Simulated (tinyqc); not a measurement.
Crystallisation kinetics and data retention of a phase-change cell: one step of the calculation.

Johnson-Mehl-Avrami-Kolmogorov law X = 1 - exp(-y^n), y = integral of k dt, k = (1/100 s) exp[-(Ec q/kB)(1/T - 1/T1)].

Question. A heating ramp. T rises at the rate b. Start with y = k (kB Ta^2/(q Ec))/b, the integral from cold to Ta to leading order; over each step k is taken as exponential in T, so y gains (dT/b)(k2 - k1)/ln(k2/k1). dX/dt = n y^(n - 1) k exp(-y^n), listed as 0 once y^n exceeds 23.

Values chosen for this exercise; values of the order of Ge-Sb-Te and related chalcogenides:
```
symbol  value   unit                                       meaning
Ec       3.04     eV          activation energy of crystallisation
T1        467      K  temperature at which the rate k is 1/(100 s)
n           3                                      Avrami exponent
b           1  K/min                                  heating rate
Ta        423      K                       start of the ramp table
dT          4      K                             step of the table
m          10                                                steps
```

Constants: q = 1.602176634e-19 C, kB = 1.380649e-23 J/K. Results are converted to the units shown.

Wanted: T; k; y; X; dX/dt.

Answer.

| point | T (K) | k (1/s) | y | X | dX/dt (1/s) |
|---|---|---|---|---|---|
| 0 | 423 | 3.868e-6 | 0.001177 | 1.630e-9 | 1.607e-11 |
| 1 | 427 | 8.448e-6 | 0.002584 | 1.725e-8 | 1.692e-10 |
| 2 | 431 | 1.819e-5 | 0.005632 | 1.786e-7 | 1.731e-9 |
| 3 | 435 | 3.860e-5 | 0.01214 | 1.790e-6 | 1.707e-8 |
| 4 | 439 | 8.082e-5 | 0.02585 | 1.728e-5 | 1.621e-7 |
| 5 | 443 | 1.670e-4 | 0.05435 | 1.605e-4 | 1.479e-6 |
| 6 | 447 | 3.405e-4 | 0.1128 | 0.001434 | 1.298e-5 |
| 7 | 451 | 6.857e-4 | 0.2311 | 0.01227 | 1.085e-4 |
| 8 | 455 | 0.001364 | 0.4678 | 0.09732 | 8.083e-4 |
| 9 | 459 | 0.002680 | 0.9355 | 0.5590 | 0.003103 |
| 10 | 463 | 0.005207 | 1.849 | 0.9982 | 9.632e-5 |

Range of the model: One Arrhenius rate is assumed; incubation, growth from the boundary and the non-Arrhenius kinetics of the supercooled liquid are left out.

tinyqc, about 0.05 s, one thread, Intel Xeon 2.30GHz (shared host): `OMP_NUM_THREADS=1 python tinyqc.py 2490153 2490154 out.jsonl`
